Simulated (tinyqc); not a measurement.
Charge control and current of a heterostructure field-effect transistor: one step, computed by the program tinyqc.

Two subbands in a triangular well; E_F is counted from the conduction band edge of the channel at the interface.

Question. Threshold and barrier capacitance. Threshold V_T = phi_B - dE_c - e N_d (d - spacer)/(eps eps_0) (in volts); C_b = eps eps_0/d.

Inputs (values chosen for the exercise, modelled on AlGaAs/GaAs):
```
quantity                                  value    unit
permittivity eps (barrier and channel)     12.8       -
barrier thickness d                          38      nm
Schottky barrier phi_B                     0.88      eV
conduction band offset dE_c                0.32      eV
delta-doping density N_d                3.6e+12  1/cm^2
spacer between delta layer and channel      2.1      nm
```

Charge source: delta doping. Velocity law: smooth.

Constants: e = 1.602176634e-19 C; eps_0 = 8.8541878128e-12 F/m.

Give: threshold voltage V_T; barrier capacitance C_b.

Answer.

threshold voltage V_T = -1.267 V

barrier capacitance C_b = 0.2982 microfarad/cm^2

The device is normally on.
